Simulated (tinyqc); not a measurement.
Inside a calculation. Model: disorder broadening of a semi-elliptic band in the self-consistent Born approximation.

Computed by the program tinyqc: `OMP_NUM_THREADS=1 python tinyqc.py 2720104 2720105 out.jsonl`, one thread of a shared Intel Xeon 2.30GHz, about 0.01 s for the whole run. Printed values are rounded.

The local Green function is G = g0(z - Sigma) with z = E + i eta and g0(z) = (z - sqrt(z - 2t) sqrt(z + 2t))/(2 t^2), principal roots; the self-energy is Sigma = D G. The density of states is -Im G/pi.

Inputs (values chosen for the exercise):
- t = 1.4 eV (hopping)
- D = 0.15 eV^2 (variance of the random site energy)
- eta = 0.014 eV (bare broadening)
- E = -0.457 eV (energy from the band centre)
- mix = 0.5 (mixing)

Constants: q = 1.602176634e-19 C, hbar = 1.054571817e-34 J s. Results are converted to the units shown.

Range of the model: The self-consistent Born approximation misses band tails from rare fluctuations and localisation.

## Iteration 1: Born step

Sigma at the start = 0.00000+0.00000i eV

G = g0(z - Sigma), Sigma(out) = D G, Sigma(new) = Sigma + mix (Sigma(out) - Sigma).

G = -0.115991-0.701145i 1/eV
Sigma(out) = -0.017399-0.105172i eV
Sigma after iteration 1 = -0.0086993-0.0525859i eV

Sigma(out) of this first step, from Sigma = 0, is the plain (first) Born approximation.

## Iteration 2: Born step

As before.

G = -0.111608-0.688295i 1/eV
Sigma(out) = -0.016741-0.103244i eV
Sigma after iteration 2 = -0.0127203-0.0779151i eV

## Iteration 3: Born step

As before.

G = -0.109571-0.682189i 1/eV
Sigma(out) = -0.016436-0.102328i eV
Sigma after iteration 3 = -0.0145779-0.0901217i eV

## Course of the iteration

Stop when |Sigma(out) - Sigma| is below 1e-10 eV, or after 300 iterations; the start is Sigma = 0.

Course of the iteration:
```
iteration	Re Sigma (eV)	Im Sigma (eV)	|Sigma(out) - Sigma| (eV)
1	-0.0086993	-0.052586	0.107
2	-0.0127203	-0.077915	0.0513
3	-0.0145779	-0.090122	0.0247
4	-0.0154351	-0.096006	0.0119
5	-0.0158300	-0.098842	5.73e-3
6	-0.0160116	-0.100210	2.76e-3
7	-0.0160949	-0.100869	1.33e-3
8	-0.0161330	-0.101186	6.40e-4
9	-0.0161504	-0.101340	3.08e-4
...	...	...	...
22	-0.0161648	-0.101482	2.32e-8
23	-0.0161648	-0.101482	1.12e-8
24	-0.0161648	-0.101482	5.38e-9
25	-0.0161648	-0.101482	2.59e-9
26	-0.0161648	-0.101482	1.25e-9
27	-0.0161648	-0.101482	6.01e-10
28	-0.0161648	-0.101482	2.90e-10
29	-0.0161648	-0.101482	1.39e-10
30	-0.0161648	-0.101482	6.72e-11
```

Converged in 30 iterations. At the solution d Sigma(out)/d Sigma = -0.0366+0.006i, so the error shrinks by |1 - mix + mix times that| = 0.482 a step.

## Density of states and lifetime

converged Sigma = -0.016165-0.101482i eV

G = Sigma/D, density of states -Im G/pi, lifetime hbar/(2 |Im Sigma|); without disorder the density of states is -Im g0(z)/pi. Closed form: G = (z - sqrt(z^2 - 4 (t^2 + D)))/(2 (t^2 + D)) with the root that gives Im G < 0; for eta -> 0 a semi-ellipse of half-width 2 sqrt(t^2 + D).

density of states = 0.215352 1/eV
lifetime = 3.24299 fs
density of states without disorder = 0.223182 1/eV

Disorder makes the density of states at this energy 3.5 % below the clean value.
